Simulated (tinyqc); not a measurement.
Vertical double-diffused power MOSFET, components of the on-resistance: two steps of the calculation.

Stripe cells of pitch Wp + a, two channels a cell. Current flows through the channels, spreads in the accumulation layer, passes the gap between the p bodies and spreads at 45 degrees into the drift layer below them. Low drain voltage, full ionisation.

Inputs (values chosen for the exercise); bulk values close to those of 4H silicon carbide: temperature T = 400 K; relative permittivity eps_r = 9.73; critical-field constant Kc = 22700 V/cm per (cm^-3)^(1/8); rated breakdown voltage of the drift layer BV = 1200 V; drift mobility at 300 K mud = 791 cm^2/(V s); temperature exponent of the drift mobility bt = 2.6; gate oxide thickness (eps_r 3.9) tox = 79 nm; gate overdrive Vov = 12 V; channel mobility mch = 25 cm^2/(V s); accumulation-layer mobility mac = 100 cm^2/(V s); channel length Lc = 1 um; width of the p body in one cell, channels included Wp = 5 um; gap between neighbouring p bodies a = 2.3 um; depth of the p body xp = 1.7 um; doping of the gap over the drift doping Nj = 1; built-in voltage of the body junction Vbi = 2.84 V; substrate and contact resistance Rs = 0.3 mohm cm^2.

Constants: q = 1.602176634e-19 C, eps0 = 8.8541878128e-14 F/cm where lengths are in cm. Results are converted to the units shown.

Task 1. Drift layer. Triangular field at breakdown with Ec = Kc N^(1/8): BV = eps0 eps_r Ec^2/(2 q N), so N = (eps0 eps_r Kc^2/(2 q BV))^(4/3); W = 2 BV/Ec; mu = mud (T/300 K)^(-bt); rho = 1/(q mu N); ideal resistance rho W.

Find: drift doping N; Ec; drift thickness W; electron mobility mu at T; drift resistivity rho; ideal resistance.

Result 1.

drift doping N = 1.2111e16 cm^-3
Ec = 2.3250 MV/cm
drift thickness W = 10.323 um
electron mobility mu at T = 374.40 cm^2/(V s)
drift resistivity rho = 1.3765 ohm cm
ideal resistance = 1.4209 mohm cm^2

Task 2. Components of the on-resistance. Pitch p = Wp + a, Cox = 3.9 eps0/tox; zero-bias depletion in the gap w0 = sqrt(2 eps0 eps_r Vbi/(q N Nj)), open gap g = a - 2 w0; R_ch = Lc p/(2 mch Cox Vov); R_acc = 0.6 a p/(4 mac Cox Vov), 0.6 being an empirical factor for current leaving the layer along its length; R_gap = (rho/Nj) xp p/g; spreading depth t = min(W, (p - g)/2); R_drift = (rho p/2) ln((g + 2 t)/g) + rho (W - t); R_on = the sum with Rs.

drift doping N = 1.2111247e16 cm^-3
drift thickness W = 10.322545 um
electron mobility mu at T = 374.39994 cm^2/(V s)
drift resistivity rho = 1.3764644 ohm cm

Find: w0; g; components; R_on; shares.

Result 2.

w0 = 0.50218 um
g = 1.2956 um
components (mohm cm^2): channel 2.7835, accumulation 0.48015, gap 1.3184, drift 1.8762, substrate 0.30000
R_on = 6.7582 mohm cm^2
shares (%): channel 41.186, accumulation 7.105, gap 19.508, drift 27.762, substrate 4.439

The channel term is the largest. R_on is 4.76 times the ideal drift resistance rho W, and spreading raises the drift term to 1.32 times it.

Program tinyqc, `OMP_NUM_THREADS=1 python tinyqc.py 2230131 2230132 out.jsonl`; Intel Xeon 2.30GHz, shared host, one thread, about 0.01 s.
